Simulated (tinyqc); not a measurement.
# Non-radiative capture by multiphonon emission, one effective mode, step by step

A worked calculation. Computed by tinyqc, a small Python program that keeps every step. Command: `OMP_NUM_THREADS=1 python tinyqc.py 3011719 3011720 out.jsonl capture walk`. One thread of a shared host (Intel(R) Xeon(R) Processor @ 2.30GHz), about 0.01 s of CPU time with the checks. Intermediate numbers are printed to about 6 digits and carried at full precision; extremes and crossings named in words are read from the listed rows.

The initial state (free carrier plus empty centre) lies dE above the final state; both have the same frequency and are displaced by dQ.

Inputs (values chosen for the exercise, with mass, screening and phonons like those of CdTe): energy released dE = 0.271 eV; phonon energy hbar omega = 20.8 meV; Huang-Rhys factor S = 3.53; electron-phonon coupling W = 0.0043 eV/(u^(1/2) angstrom); cell volume V = 2280 angstrom^3; degeneracy g = 2; broadening b = 12 meV; carrier mass m = 0.624 m_0; temperature T = 300 K; defect density N_t = 3e+13 cm^-3.

Centre: neutral.

Constants: hbar^2/u = 4.18015928e-03 eV angstrom^2; k_B = 8.617333262e-05 eV/K; hbar = 6.582119569e-16 eV s; k_B = 1.380649e-23 J/K; m_0 = 9.1093837015e-31 kg.

## Geometry of the two curves

dQ = sqrt(2 S (hbar^2/u)/hbar omega); relaxation energy lambda = S hbar omega; phonons needed P = dE/hbar omega; classical barrier E_b = (dE - lambda)^2/(4 lambda); occupation n = 1/(exp(hbar omega/k_B T) - 1).

dQ = 1.19115 u^(1/2) angstrom

lambda = 0.073424 eV

P = 13.0288

classical barrier E_b = 0.132914 eV

occupation n = 0.809221

dE exceeds lambda: the inverted case usual for deep centres, in which the curves cross on the far side of the initial minimum.

## Phonon weights near resonance

Huang-Rhys weight for a net emission of p phonons: L_p = exp(-S (2n + 1)) ((n + 1)/n)^(p/2) I_p(2 S sqrt(n (n + 1))), I_p the modified Bessel function. M_p = sum_m w_m <m_i|Q|(m + p)_f>^2 with Q counted from the final minimum and Boltzmann weights w_m for m = 0..24; <m_i|Q|k_f> = sqrt((hbar^2/u)/(2 hbar omega)) [sqrt(k) <m|k-1> + sqrt(k+1) <m|k+1>], with overlaps of oscillators displaced by d = sqrt(2 S) summed on 1500 points from -16 to 16 + d. The delta function is a Gaussian of standard deviation b at dE - p hbar omega.

Weights:
```
p         L_p  M_p (u angstrom^2)  Gaussian (1/eV)
10  0.0143258           0.0746514      3.44039e-05
11  0.0073943           0.0444379      6.85932e-02
12  0.0035549           0.0244059      6.77860e+00
13  0.0015982           0.0124311      3.32037e+01
14  0.0006744           0.0058994      8.06154e+00
15  0.0002680           0.0026193      9.70144e-02
16  0.0001006           0.0010921      5.78684e-05
```

## Capture coefficient before scaling

C_0 = V (2 pi/hbar) g W^2 sum_p M_p Gaussian_p. The sum runs over the seven p from round(P) - 3 to round(P) + 3; 1 angstrom^3 = 1e-24 cm^3.

sum_p M_p Gaussian_p = 0.629060 u angstrom^2/eV

C_0 = 5.06300e-10 cm^3/s

## Scaled coefficient, cross-section and lifetime

For a neutral centre the Sommerfeld factor is 1. C = s C_0; v = sqrt(3 k_B T/m); sigma = C/v; tau = 1/(C N_t).

Sommerfeld factor s = 1

capture coefficient C = 5.06300e-10 cm^3/s

thermal velocity v = 1.47852e+07 cm/s

cross-section sigma = 3.42438e-17 cm^2

capture time = 6.58372e-05 s

## Quantum against classical capture

C_0 = V (2 pi/hbar) g W^2 sum_p M_p Gaussian_p. Here the sum runs over all p. Classical (Marcus) form: replace the sum by Q_c^2 exp(-E_b/k_B T)/sqrt(4 pi lambda k_B T), Q_c = dQ (dE + lambda)/(2 lambda). The last column is -k_B d ln C_0/d(1/T) from this row and the one above.

Against temperature:
```
T (K)  C_0, quantum (cm^3/s)  C_0, classical (cm^3/s)  Sommerfeld factor  activation energy (eV)
19               2.26579e-11              8.97241e-43                  1                       -
36               2.28384e-11              2.90145e-26                  1             2.75169e-05
60               2.54601e-11              6.23074e-19                  1             8.42784e-04
97               3.91717e-11              8.88725e-15                  1             5.84001e-03
140              7.48660e-11              9.77546e-13                  1             1.76282e-02
220              2.23777e-10              4.28427e-11                  1             3.63268e-02
340              6.96807e-10              4.09246e-10                  1             6.10124e-02
530              1.88905e-09              1.66676e-09                  1             8.15096e-02
```

At 19.0 K the quantum value is 2.5e31 times the classical one: C_0 comes from tunnelling out of the lowest level and hardly depends on T. At 530 K the ratio is 1.1. The largest apparent activation energy is 0.082 eV against the classical barrier of 0.133 eV, so an Arrhenius fit understates the barrier, through tunnelling and the broadening b at low T and the T^(-1/2) prefactor at high T.

Checks made by the program: Bessel formula against the sum over overlaps (relative difference 2e-08).
